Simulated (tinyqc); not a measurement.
Raising U: Hubbard chain of 4 sites, mean field against exact. Computed by the program tinyqc. Collinear unrestricted mean field (the lowest of 40 random starts) against exact diagonalisation.

one-body matrix (hopping and site energies) (eV):
```
         1        2        3        4
1   0.0000  -1.9200   0.0000   0.0000
2  -1.9200   0.0000  -1.9200   0.0000
3   0.0000  -1.9200   0.0000  -1.9200
4   0.0000   0.0000  -1.9200   0.0000
```

electrons, up and down: 2  2

Exact and mean-field results (eV):

| U | U/t | E exact | E mean field | mean \|n_up - n_down\| | double occupancy, exact | first gap in the sector |
|---|---|---|---|---|---|---|
| 0.9600 | 0.5000 | -7.676321 | -7.626501 | 0.0000 | 0.2241 | 2.1069 |
| 1.9200 | 1.0000 | -6.864702 | -6.666501 | 0.0000 | 0.1988 | 1.8790 |
| 3.8400 | 2.0000 | -5.521810 | -4.794313 | 0.3935 | 0.1521 | 1.5145 |
| 5.7600 | 3.0000 | -4.507059 | -3.536625 | 0.6966 | 0.1138 | 1.2420 |
| 7.6800 | 4.0000 | -3.750039 | -2.753897 | 0.8199 | 0.0849 | 1.0373 |
| 11.5200 | 6.0000 | -2.749317 | -1.883524 | 0.9177 | 0.0494 | 0.7634 |
| 15.3600 | 8.0000 | -2.144971 | -1.424774 | 0.9534 | 0.0312 | 0.5964 |
| 23.0400 | 12.0000 | -1.474691 | -0.955525 | 0.9792 | 0.0152 | 0.4104 |
| 38.4000 | 20.0000 | -0.899750 | -0.575038 | 0.9925 | 0.0057 | 0.2505 |

What does the comparison show, and why?

In absolute terms mean field is worst at U/t = 4.0, 0.996 eV too high: at small U it is nearly exact, and at large U it misses only exchange-scale energies. Its local moments set in at U/t = 2.0 of those listed, a broken symmetry that the exact state of a finite cluster with equal spins does not have. Relative to the exact energy its error is 0.6 % at the smallest U, 36 % at most and 36 % at the largest. The double occupancy falls from 0.224 to 0.006; at the largest U the first gap is 0.65 times the exchange scale 4t^2/U.
